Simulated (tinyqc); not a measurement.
Barrier and mass from two temperatures.

Inverse problem. The saturation current of a Schottky diode is J0 = A* T^2 exp(-q phi/(kB T)) with a fixed barrier and A* = 4 pi q me m0 kB^2/h^3 (times 1e-4 for A/(cm^2 K^2)). Find phi, A* and me.

Constants: q = 1.602176634e-19 C, kB = 1.380649e-23 J/K, h = 6.62607015e-34 J s, m0 = 9.1093837015e-31 kg. Results are converted to the units shown.

J0 at 250 and 400 K (A/cm^2): [1.7770398e-10, 3.0121800e-4]

Solution. The slope of ln(J0/T^2) against q/(kB T) is -phi and the intercept is ln A*.

phi = 0.770 eV
A* = 9.47 A/(cm^2 K^2)
me = 0.0788 m0

Program tinyqc, `OMP_NUM_THREADS=1 python tinyqc.py 2640097 2640098 out.jsonl`; Intel Xeon 2.30GHz, shared host, one thread, about 0.01 s.
